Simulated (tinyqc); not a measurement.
Space-charge-limited current with shallow traps: two steps of the calculation.

One carrier type, drift only, an injecting contact at x = 0 (zero field) and thickness L. The share th = y/(1 + y), y = (Nc/Nt) exp(-Et/kB T), of the injected charge is free: J = q mu n F, eps0 eps_r dF/dx = q (n - n0)/th.

Inputs (values chosen for the exercise): temperature T = 250 K; relative permittivity eps_r = 23; mobility mu = 17 cm^2/(V s); thickness L = 960 nm; band density of states Nc = 4.4e20 cm^-3; trap density Nt = 7.4e16 cm^-3; trap depth Et = 0.34 eV; free carrier density in equilibrium n0 = 3.6e11 cm^-3; voltage V = 3.5 V.

Constants: q = 1.602176634e-19 C, kB = 1.380649e-23 J/K, Vt = kB T/q, eps0 = 8.8541878128e-14 F/cm where lengths are in cm. Results are converted to the units shown.

Task 1. Limits and characteristic voltages. Ohmic J = q n0 mu V/L; Mott-Gurney J = (9/8) th eps0 eps_r mu V^2/L^3; they cross at Vx = 8 q n0 L^2/(9 th eps0 eps_r); traps fill at V_TFL = q Nt L^2/(2 eps0 eps_r).

Wanted: th; ohmic J; Mott-Gurney J; Vx; V_TFL.

Result 1.

th = 8.3131e-4
ohmic J = 0.035749 A/cm^2
Mott-Gurney J = 0.44829 A/cm^2
Vx = 0.27910 V
V_TFL = 26.827 V

Task 2. The exact current. Exact: with u = n0/n(L), w = -u - ln(1 - u) and v = -u - u^2/2 - ln(1 - u), V = (q n0 L^2/(th eps0 eps_r)) v/w^2 and J = q^2 n0^2 mu L/(th eps0 eps_r w). v/w^2 falls steadily with u, so u follows by bisection.

Wanted: v/w^2; u; w; J; exit field over V/L.

Result 2.

v/w^2 = 11.15
u = 0.1117
w = 0.006748
J = 0.4753 A/cm^2
exit field over V/L = 1.485

J is 1.8 % below the plain sum of the two limits; the exit field lies between the ohmic 1 and the Mott-Gurney 1.5.

Range of the model: Diffusion and a field-dependent mobility are left out. With injecting contacts the diffusion current, about 4 pi^2 Vt th eps0 eps_r mu V/L^3, equals the Mott-Gurney current at V = 35 kB T/q (0.9 V at 300 K), so the drift-only result needs V well above that.

Computed by the program tinyqc: `OMP_NUM_THREADS=1 python tinyqc.py 2370004 2370005 out.jsonl`, one thread of a shared Intel Xeon 2.30GHz, about 0.01 s for the whole run.
